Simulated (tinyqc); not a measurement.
Two-mode optical phonons of a ternary alloy from two coupled oscillators: one step, computed by the program tinyqc.

An alloy A(x)B(1-x)C has an A-C and a B-C bond oscillator. Each TO frequency moves linearly from the impurity mode (dilute end) to the TO of the pure crystal; each strength is proportional to the number of bonds.

Task: Share of the polar coupling. eps(omega) = eps_inf + W_1/(omega_1^2 - omega^2) + W_2/(omega_2^2 - omega^2) = 0 is the eigenproblem of the matrix [[omega_1^2 + W_1/eps_inf, sqrt(W_1 W_2)/eps_inf], [sqrt(W_1 W_2)/eps_inf, omega_2^2 + W_2/eps_inf]] for omega_LO^2. The polar coupling of mode j is c_j = (u_j . sqrt(W))^2/(eps_inf^2 omega_j^2), u_j its eigenvector and omega_j here its LO frequency; the c_j add up to 1/eps_inf - 1/eps_s. Froehlich constant alpha_j = (e^2/(4 pi eps_0)) c_j k_j/(2 E_j), E_j = h c omega_j, k_j = sqrt(m* E_j/(hbar^2/(2 m_0))).

Inputs (values chosen for the exercise, for a model alloy): electron mass m* = 0.2 m_0.

omega_1 (A-C, TO) = 484.14 1/cm

omega_2 (B-C, TO) = 291.65 1/cm

eps_inf = 8.8008

W_1 = 153796.4 1/cm^2

W_2 = 116571.6 1/cm^2

Constants: e^2/(4 pi eps_0) = 14.39964548 eV angstrom; hbar^2/(2 m_0) = 3.80998212 eV angstrom^2; 1 THz = 33.35640952 1/cm; h x 1 THz = 4.135667696 meV.

Give: c_j, lower and upper mode; share of the upper mode; alpha_j, lower and upper mode.

Result:

c_j, lower and upper mode: 0.01212  0.009145

share of the upper mode = 0.4300

alpha_j, lower and upper mode: 0.1018  0.06039
